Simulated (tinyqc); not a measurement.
Worked calculation: pair-potential crystal by lattice sums. Computed by tinyqc, a small Python program that keeps every step. Command: `OMP_NUM_THREADS=1 python tinyqc.py 3028757 3028758 out.jsonl pairsum walk`. One thread of a shared host (Intel(R) Xeon(R) Processor @ 2.30GHz), about 0.01 s of CPU time with the checks. Intermediate numbers are printed to about 6 digits and carried at full precision; extremes and crossings named in words are read from the listed rows.

Energy per atom E = (1/2) sum over neighbours of phi(r); d is the nearest-neighbour distance.

Inputs (values chosen for the exercise, for model atoms):

| quantity | value | unit |
|---|---|---|
| well depth eps | 0.753 | eV |
| pair minimum r0 | 3.45 | angstrom |
| cut-off r_c/r0 | 2.1 | - |
| trial neighbour distance d/r0 | 0.942 | - |
| stiffness alpha r0 | 3.9 | - |

Potential: Morse. Structure: fcc.

Constants: 1 eV/angstrom^3 = 160.2176634 GPa.

## Shell sums at the trial distance

phi0(r) = eps [exp(-2 alpha (r - r0)) - 2 exp(-alpha (r - r0))]; shifted-force cut-off: phi(r) = phi0(r) - phi0(r_c) - (r - r_c) phi0'(r_c) for r < r_c, zero beyond. Shells (distance in units of d, count): fcc 1.0000 (12), 1.4142 (6), 1.7321 (24), 2.0000 (12), 2.2361 (24), 2.4495 (8), 2.6458 (48), 2.8284 (6), 3.0000 (36), 3.1623 (24); hcp 1.0000 (12), 1.4142 (6), 1.6330 (2), 1.7321 (18), 1.9149 (12), 2.0000 (6), 2.2361 (12), 2.3805 (12), 2.4495 (6), 2.5166 (6), 2.5820 (12), 2.6458 (24), 2.7080 (6), 2.8868 (12), 3.0000 (12), 3.1091 (24), 3.1623 (12); bcc 1.0000 (8), 1.1547 (6), 1.6330 (12), 1.9149 (24), 2.0000 (8), 2.3094 (6), 2.5166 (24), 2.5820 (24), 2.8284 (24), 3.0000 (32); sc 1.0000 (6), 1.4142 (12), 1.7321 (8), 2.0000 (6), 2.2361 (24), 2.4495 (24), 2.8284 (12), 3.0000 (30), 3.1623 (24); diamond 1.0000 (4), 1.6330 (12), 1.9149 (12), 2.3094 (6), 2.5166 (12), 2.8284 (24), 3.0000 (16). Volumes per atom in d^3: fcc 0.70711, hcp 0.70711, bcc 0.76980, sc 1.00000, diamond 1.53960; hcp has the ideal c/a. Every shell inside the cut-off is summed. List each shell within the cut-off.

Shells:

| shell | count | r (angstrom) | phi (eV) | phi' (eV/angstrom) | phi'' (eV/angstrom^2) |
|---|---|---|---|---|---|
| 1 | 12 | 3.24990 | -0.592052 | -0.564819 | 3.63793 |
| 2 | 6 | 4.59605 | -0.274383 | 0.315451 | -0.23839 |
| 3 | 24 | 5.62899 | -0.065106 | 0.109623 | -0.13598 |
| 4 | 12 | 6.49980 | -0.009515 | 0.029439 | -0.05734 |

## Energy and virial pressure

E = (1/2) sum count x phi; P = -(1/(6 Omega)) sum count x r phi', Omega = 0.707107 d^3.

energy at the trial distance = -5.21383 eV/atom

pressure at the trial distance = -4.15587 GPa

The pressure is negative, so the lattice wants to contract.

## Equilibrium

Equilibrium: dE/dd = 0 at the lowest minimum with d between 0.78 r0 and 1.45 r0; B = d^2 E''(d)/(9 Omega). Unrelaxed vacancy: removing an atom breaks its bonds (2|E|) and placing it on the surface returns |E|, so E_v = |E|.

equilibrium distance d = 3.20869 angstrom

energy per atom = -5.22589 eV

bulk modulus B = 116.927 GPa

unrelaxed vacancy energy = 5.22589 eV

d is 7.0 % shorter than r0, because further shells pull and the first shell must push back.

## Elastic constants

At zero stress C_ijkl = (1/(2 Omega)) sum (phi'' - phi'/r) R_i R_j R_k R_l / r^2 over all neighbours, on cube axes; so C44 = C12 (Cauchy relation). C' = (C11 - C12)/2.

C11 = 141.131 GPa

C12 = C44 = 104.826 GPa

C' = 18.1524 GPa

C' and C44 are positive: the structure is stable against homogeneous shear.

## Ranking of structures

The formulas are those given above.

Each structure at its own equilibrium:

| structure | neighbours | d (angstrom) | E (eV/atom) | volume (angstrom^3) | B (GPa) |
|---|---|---|---|---|---|
| fcc | 12 | 3.20869 | -5.22589 | 23.3598 | 116.927 |
| hcp | 12 | 3.20547 | -5.23325 | 23.2895 | 123.003 |
| bcc | 8 | 3.11476 | -5.19391 | 23.2623 | 124.791 |
| sc | 6 | 3.01818 | -3.97242 | 27.4937 | 78.667 |
| diamond | 4 | 3.03493 | -2.07480 | 43.0382 | 26.278 |

The order is hcp < fcc < bcc < sc < diamond; hcp lies 7.4 meV below fcc. fcc (-5.225888 eV) and hcp (-5.233254 eV) share two shells and differ from the third on. Pair forces reward the number of bonds: diamond reaches only 40 % of the best binding. Caution: each structure is relaxed in d alone and may be unstable against shear; the tiny fcc-hcp difference depends on the cut-off.

Checks made by the program: virial pressure against -dE/dV (relative difference 2e-08); (C11 + 2 C12)/3 against the curvature of E(d) (relative difference 4e-10).
